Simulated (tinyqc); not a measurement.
## Gap voltage and exponent from three temperatures

Problem. At constant current VBE(T) = Vg0 - a T - eta (kB T/q) ln T, where a is a constant. Find Vg0, eta and dVBE/dT at the middle temperature.

Constants: q = 1.602176634e-19 C, kB = 1.380649e-23 J/K. Results are converted to the units shown.

T (K): [253, 300, 360]
VBE at a constant current (V): [0.7935363959, 0.7099984698, 0.5996083497]

Answer. The relation is linear in Vg0, a and eta, so three points give a linear system; the slope is (VBE - Vg0 - eta kB T/q)/T. eta rests on the curvature of VBE(T) alone, so real fits need accuracy of some tens of microvolts or better.

Vg0 = 1.15 V
eta = 4.10
dVBE/dT = -1.81 mV/K

tinyqc, about 0.02 s, one thread, Intel Xeon 2.30GHz (shared host): `OMP_NUM_THREADS=1 python tinyqc.py 2062164 2062165 out.jsonl`
